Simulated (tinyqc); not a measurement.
# Bias-temperature instability from a Gaussian distribution of capture and emission barriers, step by step

A worked calculation. Computed by tinyqc, a small Python program that keeps every step. Command: `OMP_NUM_THREADS=1 python tinyqc.py 3017454 3017455 out.jsonl bti walk`. One thread of a shared host (Intel(R) Xeon(R) Processor @ 2.30GHz), about 0.01 s of CPU time with the checks. Intermediate numbers are printed to about 7 digits and carried at full precision; extremes and crossings named in words are read from the listed rows.

Each trap has a capture time tau_0 exp(E_c/(k_B T)) under stress and an emission time tau_0 exp(E_e/(k_B T)) after it. E_c is Gaussian, and E_e = E_c + d with d Gaussian and independent. A trap counts as filled once t_s exceeds its capture time and as emptied once t_r exceeds its emission time.

Inputs (values chosen for the exercise, for a model p-channel transistor):
```
quantity                                      value        unit
shift with all traps filled V_max               130          mV
mean capture barrier at zero field mu_c         1.6          eV
spread of capture barriers sigma_c             0.24          eV
lowering of mu_c per field k_F                0.052  eV/(MV/cm)
oxide field F                                   5.6       MV/cm
mean of E_e - E_c at the stress field, delta  -0.16          eV
spread of E_e - E_c, sigma_d                   0.34          eV
time constant tau_0                           8e-11           s
temperature T                                    25           C
stress time t_s                                3000           s
recovery time t_r                               300           s
failure criterion                                50          mV
```

Constants: k_B = 8.617333262e-05 eV/K.

## Stress

Demarcation energies E_s = k_B T ln(t_s/tau_0), E_r = k_B T ln(t_r/tau_0); mean barrier mu = mu_c - k_F F; z = (E_s - mu)/sigma_c; Phi is the standard normal distribution. Temperatures in kelvin are T(C) + 273.15. Shift without recovery dV0 = V_max Phi(z); local time exponent n = d ln dV0/d ln t_s = (k_B T/sigma_c) exp(-z^2/2)/(sqrt(2 pi) Phi(z)); apparent activation energy n E_s.

E_s = 0.8030309 eV

mean barrier mu = 1.3088 eV

z = -2.107371

shift without recovery dV0 = 2.280551 mV

time exponent n = 0.2642750

apparent activation energy = 0.2122210 eV

The stress has filled 1.8 % of the traps. The apparent energy 0.212 eV is only the share n of the barriers near 0.80 eV that are being crossed.

## Recovery

Remaining shift dV = V_max int_(-infinity)^(E_s) g(E_c) [1 - Phi((E_r - E_c - delta)/sigma_d)] dE_c, g the Gaussian density of E_c (Gauss-Legendre, 120 points over 7 sigma_c below E_s).

E_r = 0.7438715 eV

remaining shift dV = 0.6752398 mV

remaining share dV/dV0 = 0.2960863

A measurement delay of t_r hides 70 % of the shift.

## Lifetime

Solve V_max Phi(z) = criterion for t_s; the power-law extrapolation from the stress point is t_s (criterion/dV0)^(1/n); 1 year = 3.15576e7 s.

log10 of the lifetime in s = 10.83619

log10 of the power-law estimate in s = 8.551117

The power law gives a time shorter by 2.29 decades, since n falls as traps fill; ten years is log10 = 8.50.

## What a measurement delay does to the time exponent

Columns: no delay, and delays of 1 us, 1 ms and 1 s.

Shift (mV):
```
t_s (s)   no delay      1 us      1 ms       1 s
1.00e+00   0.19708   0.12676   0.08710  0.050194
1.00e+01   0.42694   0.29880   0.21558  0.131689
1.00e+02   0.87461   0.65706   0.49581  0.320018
1.00e+03   1.69537   1.35064   1.06163  0.721481
1.00e+04   3.11182   2.60089   2.12061  1.511748
1.00e+05   5.41294   4.70247   3.96043  2.949917
1.00e+06   8.93194   8.00156   6.93199  5.372632
1.00e+07  13.99767  12.84490  11.40068  9.155661
```

Between 10 and 1000 s the apparent exponent is 0.299 without delay, 0.328 at 1 us, 0.346 at 1 ms and 0.369 at 1 s: a slow measurement loses more of a short stress than of a long one, which steepens the curve. Without delay the exponent falls from 0.336 to 0.195 over the table, so the growth is not a true power law. Caution: step-function filling and one Gaussian population are simplifications; real devices show several populations.

Checks made by the program: time exponent against a finite difference (relative difference below 1e-10).
